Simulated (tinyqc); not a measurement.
p-n heterojunction, non-linear Poisson equation by Newton steps, Fermi-Dirac statistics: one step of the calculation.

One dimension, material 1 (p-type) at x < 0 and material 2 (n-type) at x > 0. Band edges: Ec = -psi in material 1 and -psi + dEc in material 2, Ev = Ec - Eg. Flat quasi-Fermi levels: 0 for holes, +V for electrons. n = Nc F((EFn - Ec)/Vt), p = Nv F((Ev - EFp)/Vt), with F(eta) = F_1/2(eta) = (2/sqrt(pi)) int_0^infinity sqrt(u) du/(1 + exp(u - eta)) (Fermi-Dirac statistics); full ionisation, no interface charge, classical densities; the doping types are chosen for the exercise.

Question. Newton step. Solve the tridiagonal system a_(i-1) d_(i-1) + b_i d_i + a_i d_(i+1) = -F_i for nodes 1 to 10, with d = 0 on fixed nodes. Half of the step is added while the largest |d| exceeds 1.5 Vt, the full step after that.

Parameters, values chosen for the exercise: temperature T = 400 K.

Constants: q = 1.602176634e-19 C, kB = 1.380649e-23 J/K, Vt = kB T/q. Results are converted to the units shown.

coupling a_i, interval 0 to 10 (F/cm^2): 3.3806899e-8  5.4687631e-8  8.7158411e-8  1.4157711e-7  2.2721541e-7  3.6458420e-7  6.1386211e-7  4.9669834e-7  3.8183685e-7  2.9161764e-7  2.3054300e-7

```
node  diagonal b (F/cm^2)  residual F (C/cm^2)
1           -8.8932252e-8        -4.1907466e-8
2           -1.4184864e-7        -2.6064160e-8
3           -2.2874338e-7        -1.6235443e-8
4           -3.6882455e-7        -1.0042105e-8
5           -5.9186454e-7        -6.2592183e-9
6           -9.7853061e-7        -3.4768027e-9
7           -1.1433705e-6         3.7745547e-8
8           -9.5500761e-7         4.7222866e-8
9           -8.8570156e-7         5.7702478e-8
10          -1.2345667e-6         5.8154619e-8
```

psi at the start, node 0 to 11 (V): -1.0831179  -0.8097796  -0.6408068  -0.5347846  -0.4695147  -0.4288453  -0.4034994  -0.3877617  -0.3673856  -0.3408801  -0.3061744  -0.2622746

Give: Newton step d, before damping; psi after iteration 1.

Answer.

Newton step d, before damping, node 1 to 10 (V): -1.1273  -1.0668  -0.7299  -0.4078  -0.1630  0.0067  0.1131  0.1762  0.1698  0.0872
psi after iteration 1, node 0 to 11 (V): -1.0831  -1.3734  -1.1742  -0.8997  -0.6734  -0.5104  -0.4002  -0.3312  -0.2793  -0.2560  -0.2626  -0.2623

Numbers from tinyqc (`OMP_NUM_THREADS=1 python tinyqc.py 2040074 2040075 out.jsonl`; about 0.1 s on one thread of a shared Intel Xeon 2.30GHz).
